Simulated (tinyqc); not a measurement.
Three-phonon processes in a diatomic chain: dispersion, energy and momentum conservation, and decay channels of optical phonons: one step, computed by the program tinyqc.

Cell length a, two atoms, one spring constant. x = q a/pi runs from -1 to 1; A and O are the acoustic and optical branches. Matrix elements are not computed: only conservation laws and occupation factors are followed.

Question. Dispersion. omega^2 = k (1/m + 1/M) -/+ k sqrt((1/m + 1/M)^2 - 4 sin^2(pi x/2)/(m M)); nu = 15.6333042 THz x sqrt(omega^2) for eV/(angstrom^2 u).

Inputs (values chosen for the exercise, for a model chain): light mass m = 28.1 u; heavy mass M = 167 u; spring constant k = 12 eV/angstrom^2.

Constants: nu for 1 eV/(angstrom^2 u) = 15.6333042 THz.

Give: the table «Branches» with the columns nu_A (THz), nu_O (THz), for x = 0.10, 0.20, 0.35, 0.50, 0.65, 0.80, 0.90, 1.00.

Answer.

Branches:
```
x     nu_A (THz)  nu_O (THz)
0.10      0.8590      15.592
0.20      1.7046      15.523
0.35      2.9162      15.341
0.50      4.0118      15.092
0.65      4.9267      14.819
0.80      5.5839      14.584
0.90      5.8392      14.483
1.00      5.9265      14.448
```
